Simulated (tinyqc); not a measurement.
CMOS inverter, nodal equation and switching: one step of the calculation.

An n-channel pull-down (bn, VTn) and a p-channel pull-up (bp, VTp) share the input Vin and the output node Vout, which carries the load C. Transistor (EKV form, voltages against the body): I = 2 n b Vt^2 [F(vp - Vs) - F(vp - Vd)] from drain to source, F(v) = ln^2(1 + exp(v/(2 Vt))), vp = (Vg - VT + sg |Vd - Vs|)/n. n-channel bodies are at 0; for the p-channel device all voltages are counted down from Vdd. b in uA/V^2 gives I in uA. Static: In = Ip. Transient: C dVout/dt = Ip - In. No velocity saturation, no gate capacitance beyond C.

Question. One time step of the falling output. The input steps to Vdd at t = 0; I = In - Ip. Implicit Euler: V(new) = V - (dt/C) I(V(new)), solved for V(new); 1 ps uA/fF = 1 mV.

Parameters, values chosen for the exercise:
```
symbol,value,unit,meaning
T,293,K,temperature
Vdd,0.8,V,supply voltage
n,1.31,,slope factor
sg,0.051,,drain-induced barrier lowering
VTn,0.34,V,n-channel threshold
VTp,0.35,V,p-channel threshold (magnitude)
bn,840,uA/V^2,gain factor of the pull-down transistor
bp,250,uA/V^2,gain factor of the pull-up transistor
C,0.39,fF,load capacitance
dt,0.5,ps,time step
```

Constants: q = 1.602176634e-19 C, kB = 1.380649e-23 J/K, Vt = kB T/q. Results are converted to the units shown.

Vout at t = 0 = 0.8 V

Wanted: I(V); I(V(new)); Vout after step 1.

Answer.

I(V) = 80.420 uA
I(V(new)) = 78.776 uA
Vout after step 1 = 0.69901 V

Numbers from tinyqc (`OMP_NUM_THREADS=1 python tinyqc.py 2340102 2340103 out.jsonl`; about 0.06 s on one thread of a shared Intel Xeon 2.30GHz).
